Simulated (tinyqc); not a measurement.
Donor or exciton in a quantum well (variational effective-mass method). Changing the dielectric constant eps. Computed by tinyqc, a small Python program. Command: `OMP_NUM_THREADS=1 python tinyqc.py 3003543 3003544 out.jsonl welldonor sweep`. One thread of a shared host (Intel(R) Xeon(R) Processor @ 2.30GHz), about 0.09 s of CPU time with the checks.

H = -nabla^2 - 2/|r - r_i| + V(z) in effective units; trial function psi = f(z) exp(-|r - r_i|/lambda), f the ground state of the well. Mass and screening are the same in well and barrier; l = L/a* is the width in effective units. Bands are flat: no polarisation or applied field.

Inputs (values chosen for the exercise, modelled on InAs): electron mass m = 0.0253 m_0; well width L = 39 nm; donor position z_i/L from the centre = 0.2.

Centre: donor. Barriers: infinite.

Constants: Ry = 13.605693123 eV; a_0 = 0.529177210903 angstrom.

Method:
- Ry* = Ry m/eps^2, a* = a_0 eps/m; l = L/a*.
- k = pi/l; f = cos(k z) inside and zero outside; subband energy k^2 Ry*.
- Binding E_b(lambda) = -1/lambda^2 + 4 A/(lambda B), with A = int f^2 exp(-2 s/lambda) dz, B = int f^2 exp(-2 s/lambda)(1 + 2 s/lambda) dz and s = |z - z_i|; 40 Gauss-Legendre points on each piece between the walls at z = -l/2 and l/2 and z_i.
- Golden-section search for the maximum over lambda from 0.3 to 4, 40 steps.

One run for each value:

| dielectric constant eps | binding energy (meV) | binding in Ry* | radius lambda a* (nm) |
|---|---|---|---|
| 7.6 | 8.3655 | 1.4037 | 16.650 |
| 9.3 | 6.0068 | 1.5093 | 19.886 |
| 11.0 | 4.5683 | 1.6058 | 22.905 |
| 14.0 | 3.0849 | 1.7565 | 27.851 |
| 17.0 | 2.2469 | 1.8865 | 32.454 |
| 20.0 | 1.7210 | 1.9999 | 36.817 |
| 25.0 | 1.1900 | 2.1607 | 43.717 |
| 30.0 | 0.8776 | 2.2946 | 50.293 |

Over the rows, binding energy (meV) falls from 8.37 to 0.878 (exponent d ln y / d ln x about -1.6 throughout); binding in Ry* rises from 1.40 to 2.29 (exponent d ln y / d ln x 0.36 between the first rows and 0.33 between the last); radius lambda a* (nm) rises from 16.7 to 50.3 (exponent d ln y / d ln x 0.88 between the first rows and 0.77 between the last).

Extremes, crossings and ranges named in words are read from the listed rows.
